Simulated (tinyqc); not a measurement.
Raising U: Hubbard chain of 6 sites, mean field against exact. Computed by the program tinyqc. Collinear unrestricted mean field (the lowest of 40 random starts) against exact diagonalisation.

one-body matrix (hopping and site energies) (eV):
```
         1        2        3        4        5        6
1   0.0000  -1.7500   0.0000   0.0000   0.0000   0.0000
2  -1.7500   0.0000  -1.7500   0.0000   0.0000   0.0000
3   0.0000  -1.7500   0.0000  -1.7500   0.0000   0.0000
4   0.0000   0.0000  -1.7500   0.0000  -1.7500   0.0000
5   0.0000   0.0000   0.0000  -1.7500   0.0000  -1.7500
6   0.0000   0.0000   0.0000   0.0000  -1.7500   0.0000
```

electrons, up and down: 3  2

Exact and mean-field results (eV):

| U | U/t | E exact | E mean field | mean \|n_up - n_down\| | double occupancy, exact | first gap in the sector |
|---|---|---|---|---|---|---|
| 0.8800 | 0.5029 | -10.615171 | -10.574298 | 0.1667 | 0.1496 | 1.3743 |
| 1.7500 | 1.0000 | -9.877346 | -9.718359 | 0.1690 | 0.1332 | 1.3104 |
| 3.5000 | 2.0000 | -8.641029 | -8.056398 | 0.2566 | 0.1031 | 1.1532 |
| 5.2500 | 3.0000 | -7.693096 | -6.620388 | 0.4205 | 0.0785 | 0.9999 |
| 7.0000 | 4.0000 | -6.972628 | -5.572321 | 0.5689 | 0.0597 | 0.8669 |
| 10.5000 | 6.0000 | -5.995857 | -4.355850 | 0.7113 | 0.0359 | 0.6670 |
| 21.0000 | 12.0000 | -4.704845 | -3.421339 | 0.8229 | 0.0115 | 0.3753 |
| 35.0000 | 20.0000 | -4.106127 | -3.184666 | 0.8296 | 0.0044 | 0.2326 |

Estimate the missing row, U = 14.0.

Computed row:
```
U           U/t    E exact  E mean field  mean |n_up - n_down|  double occupancy, exact  first gap in the sector
14.0000  8.0000  -5.390368     -3.827428                0.7941                   0.0231                   0.5334
```

In absolute terms mean field is worst at U/t = 6.0, 1.640 eV too high: at small U it is nearly exact, and at large U it still misses the motion of the hole through a fluctuating spin background. Relative to the exact energy its error is 0.4 % at the smallest U, 29 % at most and 22 % at the largest. The double occupancy falls from 0.150 to 0.004.
